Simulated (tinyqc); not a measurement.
Capacitance of parallel on-chip lines from Laplace's equation on a mesh: one step of the calculation.

Cross-section of an endless row of equal lines between two grounded planes; neighbours are driven in antiphase (+1 V and -1 V), so the plane midway between two lines is at 0 V. By symmetry one quarter is solved: x runs from the centre of a line (column 0, mirror) to that midplane (column 5, 0 V), y from the mid-height of the line (row 0, mirror) to the ground plane (row 3, 0 V). The line fills columns 0 to 2 and rows 0 to 1 at 1 V. Cells beside the line (below row 1) have e2, cells above have e1. Each link between nodes has the conductance g = mean permittivity of the two cells beside it (a cell beyond a mirror counts as 0), and the free nodes obey sum g (V_neighbour - V) = 0.

Problem. Link conductances. gx[j, i] joins node (row j, column i) to column i + 1, gy[j, i] to row j + 1.

Parameters, values chosen for the exercise: relative permittivity above and below the lines e1 = 3.9; relative permittivity between the lines e2 = 2.4.

Wanted: gx; gy.

Solution.

gx:
```
       col 0  col 1  col 2  col 3  col 4
row 0  1.200  1.200  1.200  1.200  1.200
row 1  3.150  3.150  3.150  3.150  3.150
row 2  3.900  3.900  3.900  3.900  3.900
row 3  1.950  1.950  1.950  1.950  1.950
```

gy:
```
       col 0  col 1  col 2  col 3  col 4  col 5
row 0  1.200  2.400  2.400  2.400  2.400  1.200
row 1  1.950  3.900  3.900  3.900  3.900  1.950
row 2  1.950  3.900  3.900  3.900  3.900  1.950
```

tinyqc, about 0.4 s, one thread, Intel Xeon 2.30GHz (shared host): `OMP_NUM_THREADS=1 python tinyqc.py 2790186 2790187 out.jsonl`
